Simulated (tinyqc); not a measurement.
Mobility and doping from two currents.

Problem. A trap-free film with injecting contacts is fitted, with diffusion neglected, by J = q mu N V/Lf + (9/8) eps0 eps_r mu V^2/Lf^3. Find mu, N and the voltage at which both terms are equal.

Inputs (values chosen for the exercise): relative permittivity eps_r = 13.1; film thickness Lf = 670 nm.

Constants: q = 1.602176634e-19 C, eps0 = 8.8541878128e-14 F/cm where lengths are in cm. Results are converted to the units shown.

J at 2.1 and 12 V (A/cm^2): 0.61049032  6.0140934

Answer. J/V is a straight line in V: the slope gives mu and the intercept mu N.

mu = 0.00490 cm^2/(V s)
N = 2.10e16 cm^-3
crossover voltage = 11.6 V

Numbers from tinyqc (`OMP_NUM_THREADS=1 python tinyqc.py 2730020 2730021 out.jsonl`; about 3 s on one thread of a shared Intel Xeon 2.30GHz).
